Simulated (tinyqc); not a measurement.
Inside a calculation. Model: X-ray reflectivity of a thin film on silicon: critical angles, Parratt recursion, fringes and roughness. Computed by tinyqc, a small Python program that keeps every step. Command: `OMP_NUM_THREADS=1 python tinyqc.py 3120755 3120756 out.jsonl xrr walk`. One thread of a shared host (Intel(R) Xeon(R) Processor @ 2.30GHz), about 0.01 s of CPU time with the checks. Intermediate numbers are printed to about 7 digits and carried at full precision; extremes and crossings named in words are read from the listed rows.

n = 1 - delta + i beta; the classical electron radius is r_e = 2.8179403e-6 nm. Layer 0 is vacuum, 1 the film, 2 the substrate.

Inputs (values chosen for the exercise, modelled on TaN on silicon, copper K-alpha radiation):
```
quantity,value,unit
wavelength lambda,0.15406,nm
film density rho,15.1,g/cm^3
"effective electrons per unit mass, film",0.406,mol/g
"beta/delta, film",0.077,-
film thickness d,6.68,nm
roughness of the surface sigma_1,0.18,nm
roughness of the interface sigma_2,0.33,nm
substrate density,2.33,g/cm^3
"effective electrons per unit mass, substrate",0.507,mol/g
"beta/delta, substrate",0.023,-
grazing angle theta,1.56,degrees
```

Constants: N_A = 6.02214076e+23 1/mol.

## Optical constants

delta = r_e lambda^2 rho_e/(2 pi), rho_e = density x electrons per mass x N_A; critical angle sqrt(2 delta), q_c = 4 sqrt(pi r_e rho_e).

Constants:
```
layer,rho_e (1/nm^3),delta,beta,critical angle (degrees),q_c (1/nm)
film,3691.934,3.929937e-05,3.026052e-06,0.5079611,0.7231490
substrate,711.402,7.572626e-06,1.741704e-07,0.2229774,0.3174375
```

The film is denser in electrons than the substrate; X-rays tunnel through a film of a few nanometres, so the edge of total reflection moves to the value of the film only as it thickens.

## Critical angle of the film

The formulas are those given above.

critical angle of the film = 0.5079611 degrees

## Reflectivity at one angle

k_j = (2 pi/lambda) sqrt(sin^2 theta - 2 delta_j + 2 i beta_j); r_ij = (k_i - k_j)/(k_i + k_j) x exp(-2 k_i k_j sigma^2) (Nevot-Croce); r = (r_01 + r_12 p)/(1 + r_01 r_12 p), p = exp(2 i k_1 d); R = |r|^2.

k_0, k_1, k_2 (1/nm): [1.110295, 1.049782+0.004795i, 1.098892+0.000264i]

1000 r_01 = 25.97099-2.12480i

1000 r_12 = -17.77198+1.70355i

p = 0.1049108+0.9320663i

reflectivity R = 8.499508e-04

q = 4 pi sin(theta)/lambda = 2.220589 1/nm

## Fringe period, contrast and decay

Far above the critical angle the period is d theta = lambda/(2 d), or 2 pi/d in q; the envelope runs between (|r_01| - |r_12 p|)^2 and (|r_01| + |r_12 p|)^2; contrast = 2 a b/(a^2 + b^2) with a = |r_01|, b = |r_12 p|; roughness factors on the amplitudes are about exp(-q^2 sigma^2/2).

period in theta = 0.6607027 degrees

period in q = 0.9405966 1/nm

contrast = 0.9096177

roughness factor, surface = 0.9232248

roughness factor, interface = 0.7645301

## Thickness from the minima

Minima of R theta^4 are located on 6001 points over 7.5 periods, from 1.15 times the larger critical angle. With refraction, sin^2(theta_m) = 2 delta + m^2 (lambda/(2 d))^2, m integer or half-integer; the first six minima are used, and the first order is the one that minimises the largest residual of the least-squares line plus the distance of its intercept from 2 delta. Without refraction, d = lambda/(2 x mean step of sin theta).

Minima:
```
order m,theta (degrees),sin^2 theta
1,0.835222,0.000212485
2,1.416641,0.000611203
3,2.047612,0.001276630
4,2.692623,0.002206917
5,3.345067,0.003404637
6,4.003292,0.004873964
```

d with refraction = 6.675472 nm

d without refraction = 6.972691 nm

Against d = 6.68 nm the errors are -0.07 % with and +4.38 % without refraction. The orders are integers, as r_01 and r_12 have opposite signs for a film denser than the substrate.

## Which roughness does what

R is averaged over one period above each angle (64 points); contrast = (max - min)/(max + min) of R theta^4 over that period. Cases: smooth; only sigma_1; only sigma_2; both.

Mean R and contrast:
```
theta (degrees),R smooth,contrast,"R, sigma_1","contrast, sigma_1","R, sigma_2","contrast, sigma_2","R, both","contrast, both"
0.8,0.005376464,0.9664738,0.005146656,0.9802222,0.005035276,0.9142357,4.803206e-03,0.9321054
1.2,0.001462280,0.9628196,0.001344393,0.9767021,0.001276733,0.8858615,1.159238e-03,0.9133360
1.8,0.000356506,0.9680765,0.000301902,0.9922437,0.000277721,0.7919017,2.231945e-04,0.8604548
2.5,0.000101404,0.9702270,0.000075204,0.9995787,0.000071433,0.6018580,4.484853e-05,0.7012250
3.5,0.000036585,0.9720377,0.000023429,0.9624113,0.000022295,0.3071056,9.537704e-06,0.5365789
```

At 2.5 degrees sigma_1 alone multiplies the mean R by 0.74 and sigma_2 alone by 0.70; the contrast goes from 0.97 (smooth) to 1.00 and 0.60.

Checks made by the program: smooth bare substrate far above q_c against (q_c/2q)^4 (relative difference 1e-03).
